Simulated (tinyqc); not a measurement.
Changing the roughness sigma: sputter depth profiling of a dopant layer: erosion rate, quantification and the mixing-roughness response. Computed by tinyqc, a small Python program. Command: `OMP_NUM_THREADS=1 python tinyqc.py 3011744 3011745 out.jsonl sims sweep`. One thread of a shared host (Intel(R) Xeon(R) Processor @ 2.30GHz), about 0.04 s of CPU time with the checks.

A rastered ion beam erodes silicon (49.94 atoms per nm^3). The measured profile is the true one convolved with a depth response.

Inputs (values chosen for the exercise, modelled on a dopant in silicon under an oxygen or caesium beam):
```
quantity                               value    unit
beam energy E                           0.36     keV
beam current                             150      nA
raster side                              500      um
sputter yield at 1 keV                   1.1       -
mixing length at 1 keV                   1.6      nm
depth of the layer z0                     20      nm
sheet density Q                        2e+12  1/cm^2
relative sensitivity factor RSF      6.2e+21  1/cm^3
matrix count rate                     320000     1/s
background count rate                   0.48     1/s
counting time per point                    1       s
level that defines the junction C_B    1e+16  1/cm^3
```

True profile: delta layer.

Constants: e = 1.602176634e-19 C.

Method:
- Scaling chosen for the exercise: yield Y = Y1 E^0.5, mixing length w = w1 E^0.5 (E in keV).
- Erosion rate = Y I/(e x raster^2 x density); depth step = rate x counting time; concentration = RSF x counts/matrix counts; detection limit = RSF x 3 sqrt(background x time)/(matrix rate x time).
- Mixing alone turns a layer at z0 into (1/w) exp(-(z - z0 + w)/w) for z > z0 - w; roughness adds a Gaussian of width sigma. With x = z - z0 + w: g(x) = (1/(2w)) exp(sigma^2/(2 w^2) - x/w) erfc((sigma/w - x/sigma)/sqrt2), and its integral G(x) = (1/2) erfc(-x/(sigma sqrt2)) - w g(x). Measured: Q g(x), 1 nm = 1e-7 cm.
- Find the maximum, the full width at half maximum and the deep point where the profile falls to C_B; far down, the trailing edge decays by w ln(10) per decade.
- Convolution adds means and variances: the response has mean 0 (shift -w plus exponential mean w) and variance w^2 + sigma^2; a delta layer adds none.

One run for each value; columns: (1) roughness sigma (nm); (2) full width at half maximum (nm); (3) peak concentration (1/cm^3); (4) maximum minus centroid (nm); (5) apparent junction depth (nm):
```
(1)      (2)         (3)       (4)     (5)
0.15  1.0150  1.5203e+19  -0.72260  26.388
0.24  1.2059  1.3257e+19  -0.63456  26.406
0.38  1.5049  1.1072e+19  -0.53008  26.451
0.61  2.0054  8.6966e+18  -0.40886  26.570
0.98  2.8194  6.4239e+18  -0.28532  26.876
1.60  4.1960  4.4181e+18  -0.17265  27.709
4.00  9.6594  1.9433e+18  -0.04588  33.532
```

Give the missing row, roughness sigma (nm) = 2.50.

Computed row; columns: (1) roughness sigma (nm); (2) full width at half maximum (nm); (3) peak concentration (1/cm^3); (4) maximum minus centroid (nm); (5) apparent junction depth (nm):
```
(1)      (2)         (3)       (4)     (5)
2.50  6.2234  3.0066e+18  -0.09616  29.578
```

Interpolating between the two neighbouring rows (the first column on a logarithmic scale, the others too where they are positive) misses most in maximum minus centroid (nm), by 15 %. Over the rows, full width at half maximum (nm) rises from 1.02 to 9.66 (exponent d ln y / d ln x 0.37 between the first rows and 0.94 between the last); peak concentration (1/cm^3) falls from 1.52e19 to 1.94e18 (exponent d ln y / d ln x -0.29 between the first rows and -0.93 between the last); maximum minus centroid (nm) rises from -0.723 to -0.0459 (exponent d ln y / d ln x -0.28 between the first rows and -1.6 between the last). At the high end the exponent of full width at half maximum is 0.94, close to 1: roughness rules. Roughness broadens both edges and makes the response more symmetric; far down the tail the slope stays w ln(10).

Caution (all rows): C_B lies below the detection limit, so this point could not be measured.

Extremes, crossings and ranges named in words are read from the listed rows.
